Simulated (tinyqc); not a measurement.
# Disorder from G

Problem. In a one-dimensional band with self-consistent Born disorder, 1/G^2 = (z - D G)^2 - 4 t^2, z = E + i eta, where z - D G has a positive imaginary part. Find D and Sigma = D G.

Inputs (values chosen for the exercise): hopping t = 0.6 eV; bare broadening eta = 0.018 eV; energy from the band centre E = 0.181 eV.

G = 0.00440662-0.84243340i 1/eV

Solution. z - D G is the root of 1/G^2 + 4 t^2 with positive imaginary part; then D = (z - root)/G.

D = 0.02700 eV^2
Sigma = 0.00012-0.02275i eV

Computed by the program tinyqc: `OMP_NUM_THREADS=1 python tinyqc.py 2720107 2720108 out.jsonl`, one thread of a shared Intel Xeon 2.30GHz, about 0.02 s for the whole run.
